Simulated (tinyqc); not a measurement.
Two coupled magnetic layers: synthetic antiferromagnet, spin flop, exchange bias and magnetoresistance. From one set of inputs to another, one input at a time. Computed by tinyqc, a small Python program. Command: `OMP_NUM_THREADS=1 python tinyqc.py 3001507 3001508 out.jsonl saf ladder`. One thread of a shared host (Intel(R) Xeon(R) Processor @ 2.30GHz), about 1 s of CPU time with the checks.

Moments lie in the plane at the angles p1, p2 from the field. Energy per area: E = J1 cos(p1 - p2) + J2 cos^2(p1 - p2) - B M_s (t1 cos p1 + t2 cos p2) + K (t1 sin^2 p1 + t2 sin^2 p2).

The inputs printed are set A. Inputs not listed in the table keep their values of set A, so the rows need not describe a real material.

Inputs (values chosen for the exercise, for a model stack):
```
quantity                          value    unit
saturation magnetisation M_s       1380    kA/m
thickness t1                        3.8      nm
thickness t2                        3.8      nm
antiferromagnetic coupling J1      0.31  mJ/m^2
biquadratic coupling J2          0.0051  mJ/m^2
in-plane anisotropy K                14  kJ/m^3
field over the saturation field    0.39       -
```

Field direction: along the easy axis.

Method. The parallel state is stable while the Hessian at p1 = p2 = 0 is positive: with c = J1 + 2 J2 and u = B M_s + 2K, (u t1 - c)(u t2 - c) > c^2, so B_sat M_s = c (1/t1 + 1/t2) - 2K. B_K = 2K/M_s. The lowest minimum of E over both angles (from five starts; of two mirror images the one with p1 >= 0, and for equal layers |p1| <= |p2|).

Each row keeps all changes above it:
```
input moved                               from    to  saturation field B_sat (mT)  m/m_sat along B  energy (mJ/m^2)
set A                                        -     -                        101.8       2.3373e-16          -0.3049
field over the saturation field           0.39  0.21                        101.8                0          -0.3049
antiferromagnetic coupling J1 (mJ/m^2)    0.31  0.88                        319.2       2.1036e-15          -0.8749
thickness t1 (nm)                          3.8   1.6                        552.6       4.0741e-01          -1.2272
thickness t2 (nm)                          3.8   1.4                        843.6       1.6476e-01          -0.9273
in-plane anisotropy K (kJ/m^3)              14   8.7                        851.3       2.0028e-01          -0.9395
biquadratic coupling J2 (mJ/m^2)        0.0051     0                        841.4       1.9403e-01          -0.9422
saturation magnetisation M_s (kA/m)       1380   944                       1230.1       1.9403e-01          -0.9422
```

Which inputs carry the difference?

Saturation field B_sat goes from 102 to 1230, a factor 12.1 in all. The largest single move comes from antiferromagnetic coupling J1 (a factor 3.13). m/m_sat along B goes from 2.34e-16 to 0.194, +0.194 in all. The largest single move comes from thickness t1 (+0.407), and thickness t2 works against it (-0.243). Energy goes from -0.305 to -0.942, -0.637 in all. The largest single move comes from antiferromagnetic coupling J1 (-0.57), and thickness t2 works against it (+0.3). The single moves hold for this order of the switches; the total does not depend on the order.

Extremes, crossings and ranges named in words are read from the listed rows.
